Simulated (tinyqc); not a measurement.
Resonant-tunnelling diode, transfer matrices and Tsu-Esaki current: two steps of the calculation.

Emitter (band edge 0), barrier d1, well Lw, barrier d2, collector (edge -V). The bias drops linearly over these layers and none in the contacts; each layer is cut into ns equal slices, flat at the value of their centres. E is the energy of motion across the layers, C = hbar^2/(2 m0), psi and psi'/m are continuous. Transport is coherent, T(E) is taken as independent of the transverse momentum, and charge in the well is ignored.

Inputs (values chosen for the exercise); masses and offsets close to those of InGaAs wells and InAlAs barriers:
```
symbol    value  unit                                meaning
mw        0.041    m0  mass in the well, spacer and contacts
U1         0.52    eV                         barrier height
m1        0.075    m0                           barrier mass
d1          2.2    nm                        emitter barrier
Lw          6.5    nm                             well width
d2          2.1    nm                      collector barrier
ns            3                         slices in each layer
V         0.049     V                  bias of the collector
E       0.07038    eV                           trial energy
```

Constants: q = 1.602176634e-19 C, hbar = 1.054571817e-34 J s, m0 = 9.1093837015e-31 kg, hbar^2/(2 m0) = 0.0380998212 eV nm^2. Results are converted to the units shown.

Problem 1. Slices under bias. U = edge of the layer - V x/Lt at the centre x of each slice, Lt the summed thickness.

Give: U; m; width.

Solution 1.

U, slice 0 to 8 (eV): [0.51834, 0.51501, 0.51168, -0.01490, -0.02473, -0.03456, 0.47894, 0.47576, 0.47259]
m, slice 0 to 8 (m0): [0.075, 0.075, 0.075, 0.041, 0.041, 0.041, 0.075, 0.075, 0.075]
width, slice 0 to 8 (nm): [0.73333, 0.73333, 0.73333, 2.1667, 2.1667, 2.1667, 0.70000, 0.70000, 0.70000]

Problem 2. Running product of the slice matrices at the trial energy. For the pair (psi, psi'/m) a flat layer has M = [[cos kd, (m/k) sin kd], [-(k/m) sin kd, cos kd]] with k = sqrt(m (E - U)/C) above its edge U, and M = [[cosh Kd, (m/K) sinh Kd], [(K/m) sinh Kd, cosh Kd]] with K = sqrt(m (U - E)/C) below it. Later slices stand to the left. With M acting on (psi, psi'/m) and v = k/m in each lead, T(E) = 4 vL vR/[(vL vR M12 - M21)^2 + (vR M11 + vL M22)^2]. vL = sqrt(mw E/C)/mw, vR = sqrt(mw (E + V)/C)/mw.

U, slice 0 to 8 (eV): [0.51833642, 0.51500926, 0.51168210, -0.01489660, -0.02472685, -0.03455710, 0.47893981, 0.47576389, 0.47258796]
m, slice 0 to 8 (m0): [0.075, 0.075, 0.075, 0.041, 0.041, 0.041, 0.075, 0.075, 0.075]
width, slice 0 to 8 (nm): [0.73333333, 0.73333333, 0.73333333, 2.1666667, 2.1666667, 2.1666667, 0.7, 0.7, 0.7]

Wanted: Product after each layer; T(E).

Solution 2.

Product after each layer:
```
                M11  M12 (nm)  M21 (1/nm)      M22
barrier d1   3.9901   0.30881      48.051   3.9696
well         3.6889   0.31355     -53.885  -4.3090
barrier d2  -2.0655  -0.10303     -39.506  -2.4548
```

T(E) = 0.10151

Program tinyqc, `OMP_NUM_THREADS=1 python tinyqc.py 2600007 2600008 out.jsonl`; Intel Xeon 2.30GHz, shared host, one thread, about 0.06 s.
